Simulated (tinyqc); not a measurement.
Comparisons within one model: eight-band Kane k.p model. A value that a table varies takes the place of the one given here.

Eight-band Kane model, basis S, X, Y, Z times spin, zero of energy at the top of the unstrained valence band, c = hbar^2/2m0. Within each spin: H_SS = Eg + A c k^2, H_SX = i P kx (likewise Y, Z), H_XX = -Dso/3 + L kx^2 + M (ky^2 + kz^2), H_XY = N kx ky, and cyclic. Spin-orbit term (Dso/3) L.sigma on X, Y, Z with (L_k)_ij = -i epsilon_kij: <X+|H|Y+> = -i Dso/3, <X+|H|Z-> = Dso/3, <Y+|H|Z-> = -i Dso/3, <Z+|H|X-> = -Dso/3, <Z+|H|Y-> = i Dso/3, <X-|H|Y-> = i Dso/3, and their conjugates; + and - are the spin along z. Terms from inversion asymmetry are left out, so every level is twofold.

P = sqrt(Ep c); A = 1/me - Ep (Eg + 2 Dso/3)/(Eg (Eg + Dso)) keeps the electron mass; g1' = g1 - Ep/(3 Eg), g2' = g2 - Ep/(6 Eg), g3' = g3 - Ep/(6 Eg) remove the coupling to S that the Luttinger values already hold; L = -c (g1' + 4 g2'), M = -c (g1' - 2 g2'), N = -6 c g3'.

Constants: hbar^2/2m0 = 3.80998211 eV angstrom^2.

Values chosen for the exercise (near those of Ge; the results hold for these values, not for the real material): Eg = 0.948 eV (gap at Gamma to the s-like level); Dso = 0.305 eV (spin-orbit splitting); Ep = 25.1 eV (Kane energy); me = 0.0398 m0 (electron mass at Gamma); g1 = 13.3 (Luttinger gamma1); g2 = 4.25 (gamma2); g3 = 5.64 (gamma3); kmax = 0.06 1/angstrom (end of the path).

## Non-parabolicity of the conduction band

Unstrained, along [110], six points up to kmax. Parabolic: E = c k^2/me. Two-band form: E (1 + alpha E) = c k^2/me with alpha = (1 - me)^2/Eg. The column alpha(k) solves that form for alpha with the eight-band energy. Energies from the conduction edge.

Energies:
```
|k| (1/angstrom)  parabolic (eV)  two-band (eV)  eight-band (eV)  alpha(k) (1/eV)  parabolic / eight-band
0.0100                    0.0096         0.0095           0.0095            1.256                   1.012
0.0200                    0.0383         0.0370           0.0366            1.265                   1.046
0.0300                    0.0862         0.0799           0.0783            1.278                   1.100
0.0400                    0.1532         0.1353           0.1310            1.295                   1.170
0.0500                    0.2393         0.2003           0.1912            1.315                   1.252
0.0600                    0.3446         0.2724           0.2566            1.338                   1.343
```

alpha = 0.973 1/eV

At the last point the parabola lies a factor 1.34 above the eight-band value, and the two-band form 15.9 meV above it. The parabola stays within 5 % up to |k| = 0.0200 1/angstrom of the points listed. alpha(k) goes from 1.256 to 1.338 1/eV, a spread of 6.5 % over this range; the simple rule gives 0.973, 23 % below the first value, as it knows neither Dso nor the remote terms.

## Four, six or eight bands for the holes

Unstrained, along [111]. Six bands: the X, Y, Z block alone with the full g1, g2, g3 in L, M, N. Four bands: the same with Dso sent to infinity. HH, LH and SO name the pairs from the top.

Valence levels (eV):
```
|k| (1/angstrom)     HH 4     HH 6     HH 8     LH 4     LH 6     LH 8     SO 6     SO 8
0.0100            -0.0008  -0.0008  -0.0008  -0.0094  -0.0092  -0.0092  -0.3102  -0.3093
0.0200            -0.0031  -0.0031  -0.0031  -0.0375  -0.0354  -0.0346  -0.3273  -0.3231
0.0300            -0.0069  -0.0069  -0.0069  -0.0843  -0.0735  -0.0704  -0.3614  -0.3490
0.0400            -0.0123  -0.0123  -0.0123  -0.1498  -0.1150  -0.1090  -0.4210  -0.3908
0.0500            -0.0192  -0.0192  -0.0192  -0.2341  -0.1517  -0.1443  -0.5141  -0.4513
0.0600            -0.0277  -0.0277  -0.0277  -0.3371  -0.1809  -0.1737  -0.6436  -0.5305
```

At |k| = 0.0600 the heavy holes of the three models span 0.0 meV and the light holes 163.4 meV. The split-off band moves the light hole by +156.2 meV and treating the conduction band exactly moves it by +7.2 meV more; the split-off band matters more here, where the four-band light-hole energy is 1.11 times Dso and 0.36 times Eg. The four-band light hole has even passed below -Dso = -0.305 eV, where that model has no meaning.

## Far from Gamma

Pairs 3 and 4 along [100] out to 3.2 1/angstrom, beyond the zone edge but about the reach pi/h of a grid with h = 1 angstrom, with Ep as given and with Ep rescaled so that A = 1: Ep = (1/me - 1) Eg (Eg + Dso)/(Eg + 2 Dso/3). Crossings of E = Eg/2 are found on a scan of 320 points from 0.05 to 3.2 and refined by bisection.

Levels (eV):
```
kx (1/angstrom)    pair 3  pair 4  pair 3, rescaled  pair 4, rescaled
0.0                 0.000   0.948             0.000             0.948
0.4                -2.926   3.865            -2.926             3.904
0.8               -11.704   6.690           -11.704             6.971
1.2               -25.522   9.784           -26.335            10.588
1.6               -42.195  13.530           -43.978            15.141
2.0               -63.368  18.099           -66.326            20.785
2.4               -89.124  23.562           -93.539            27.585
2.8              -119.498  29.956          -125.648            35.570
3.2              -154.510  37.296          -162.667            44.755
```

A (a pure number) and L (eV angstrom^2) as given: 0.797  -14.566

rescaled Ep = 24.89 eV

A and L rescaled: 1.000  -15.408

Crossings of mid-gap:
```
set       number  first kx (1/angstrom)
as given       0                      -
rescaled       0                      -
```

Is the parameter set safe for a calculation on a fine real-space grid?

Along this line and up to 3.2 1/angstrom, yes: no level crosses the middle of the gap. At large kx the S and X states dominate and (A c k^2)(L k^2) - P^2 k^2 must vanish for a state in the gap, which needs A L > 0, near k = P/sqrt(A c L); here A = 0.797 and L = -14.566 have opposite signs. In the rerun with Ep = 24.89 eV, A = 1.000 and L = -15.408 have opposite signs, and no level crosses. Electron, heavy- and light-hole masses at Gamma are the same for both sets.

## What each parameter does

Unstrained; levels at |k| = kmax along [110], all derived values formed anew. Each row changes one parameter from the base and keeps the others.

Results:
```
case             conduction (eV)  heavy hole (eV)  light hole (eV)  split-off (eV)
base                      1.2046          -0.0324          -0.1834         -0.5190
Eg = 1.0428 eV            1.3062          -0.0324          -0.1839         -0.5298
Dso = 0.2745 eV           1.2038          -0.0320          -0.1754         -0.4983
Ep = 27.61 eV             1.2032          -0.0324          -0.1839         -0.5141
me = 0.0438 m0            1.1779          -0.0324          -0.1846         -0.5225
g1 = 11.97                1.2073          -0.0142          -0.1659         -0.5028
g2 = 3.825                1.2054          -0.0320          -0.1879         -0.5157
g3 = 6.204                1.2012          -0.0165          -0.1812         -0.5337
```

The largest shifts from the base row, up to three for each result and ties (the steps differ in size, so this ranks the rows, not the parameters). conduction (eV): Eg +0.1016, me -0.0267, g3 -0.0034. heavy hole (eV): g1 +0.0182, g3 +0.0159, Dso +0.0004, g2 +0.0004; unchanged at the printed digits by Eg, Ep and me. light hole (eV): g1 +0.0175, Dso +0.0080, g2 -0.0045. split-off (eV): Dso +0.0206, g1 +0.0162, g3 -0.0147.

tinyqc: `OMP_NUM_THREADS=1 python tinyqc.py 1050818 1050819 out.jsonl`; about 0.05 s, one thread, shared Intel(R) Xeon(R) Processor @ 2.30GHz.
